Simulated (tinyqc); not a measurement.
# Area and perimeter leakage from two diodes

Inverse problem. A square diode and a finger diode leak I = JA area + JP perimeter. Find JA, JP and the side of the square at which both parts are equal.

areas (um^2): 40000  40000
perimeters (um): 800  16400
leakage currents (pA): 0.824  3.632

Answer. Two linear equations give JA and JP; for a square of side a, JA a^2 = 4 JP a at a = 4 JP/JA.

JA = 1.700e-9 A/cm^2
JP = 1.800e-12 A/cm
side for equal parts = 42.35 um

tinyqc, about 0.01 s, one thread, Intel Xeon 2.30GHz (shared host): `OMP_NUM_THREADS=1 python tinyqc.py 2290004 2290005 out.jsonl`
